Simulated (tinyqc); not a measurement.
Programming of a floating-gate cell by Fowler-Nordheim tunnelling: one step of the calculation.

Per tunnel area the floating gate has Ctun = 3.9 eps0/tox to the channel (0 V) and Ccg to the control gate, Ct = Ctun/(1 - ag), no other coupling. With the threshold shift U = -Q/Ccg the field is F = ag (Vg - U)/tox, and dU/dt = J/Ccg. Fowler-Nordheim: J = A F^2 exp(-B/F), A = q^2/(16 pi^2 hbar mo phi) (times 1e14 for A/cm^2 with F in V/nm, emitter mass m0), B = (4/3) sqrt(mo/C) phi^1.5, C = hbar^2/(2 m0).

Task. Explicit time steps against the exact solution. U(new) = U + dt J(F(U))/Ccg. Exact: exp(B/F(t)) = exp(B/F(0)) + K t, K = A B ag/(Ccg tox), and U = Vg - tox F/ag.

Parameters, values chosen for the exercise; oxide values close to those of silicon dioxide: tunnel barrier phi = 3.02 eV; tunnelling mass mo = 0.41 m0; tunnel oxide thickness tox = 6.6 nm; coupling ratio Ccg/Ct ag = 0.63; threshold shift at the start Vt0 = -0.7 V; control-gate voltage Vg = 11.6 V; time step dt = 0.31 us; steps n = 8.

Constants: q = 1.602176634e-19 C, hbar = 1.054571817e-34 J s, m0 = 9.1093837015e-31 kg, eps0 = 8.8541878128e-14 F/cm where lengths are in cm, hbar^2/(2 m0) = 0.0380998212 eV nm^2. Results are converted to the units shown.

Give: t; F; J; U by steps; U exact.

Result.

```
step  t (us)  F (V/nm)  J (A/cm^2)  U by steps (V)  U exact (V)
0          0     1.174      0.5540         -0.7000      -0.7000
1     0.3100     1.156      0.3932         -0.5072      -0.5341
2     0.6200     1.143      0.3063         -0.3704      -0.4065
3     0.9300     1.132      0.2512         -0.2639      -0.3031
4      1.240     1.124      0.2129         -0.1765      -0.2165
5      1.550     1.117      0.1847         -0.1024      -0.1421
6      1.860     1.111      0.1631         -0.0381      -0.0769
7      2.170     1.105      0.1460          0.0187      -0.0191
8      2.480     1.101      0.1320          0.0695       0.0329
```

Range of the model: Programming fields of 10 MV/cm and more wear the oxide; trapping and the channel potential are ignored.

Program tinyqc, `OMP_NUM_THREADS=1 python tinyqc.py 2130007 2130008 out.jsonl`; Intel Xeon 2.30GHz, shared host, one thread, about 0.01 s.
